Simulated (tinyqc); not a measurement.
Front-illuminated p-i-n photodiode, quantum efficiency and bandwidth: one step of the calculation.

Light enters through a p layer (0 to xp), a depleted layer (xp to xp + wi) and a thick n substrate, decaying as exp(-al x); one pass, no back reflection. Carriers made in the depleted layer are all collected; those in the neutral layers diffuse.

Question. Response at one frequency. Drift response for pairs made in the depleted layer, a = al wi, g = 1 - exp(-a), u = 2 pi i f, te = wi/ve, th = wi/vh: electrons He = [g - a (exp(-a) - exp(-u te))/(u te - a)]/(u te g), holes Hh = [g - a (1 - exp(-a - u th))/(a + u th)]/(u th g); C = eps0 eps_r pi (dia/2)^2/wi + Cp; total |He + Hh|/sqrt(1 + (2 pi f RL C)^2), for the current of the depleted layer alone.

Parameters, values chosen for the exercise; values close to those of gallium arsenide at this wavelength: absorption coefficient al = 9620 1/cm; relative permittivity eps_r = 12.9; thickness of the depleted layer wi = 0.49 um; electron drift velocity ve = 8.2e6 cm/s; hole drift velocity vh = 5.56e6 cm/s; diameter dia = 87 um; load resistance RL = 50 ohm; parasitic capacitance Cp = 60 fF; modulation frequency f = 56 GHz.

Constants: eps0 = 8.8541878128e-14 F/cm where lengths are in cm. Results are converted to the units shown.

Find: te; th; He; Hh; |He + Hh|; C; total response.

Answer.

te = 5.9756 ps
th = 8.8129 ps
He = 0.35775-0.31130i
Hh = 0.20649-0.28779i
|He + Hh| = 0.82296
C = 1445.7 fF
total response = 0.032332

The drift response alone falls to 1/sqrt(2) at 75.0 GHz and the RC term alone at 2.20 GHz; together they give 2.20 GHz.

tinyqc, about 0.01 s, one thread, Intel Xeon 2.30GHz (shared host): `OMP_NUM_THREADS=1 python tinyqc.py 2250003 2250004 out.jsonl`
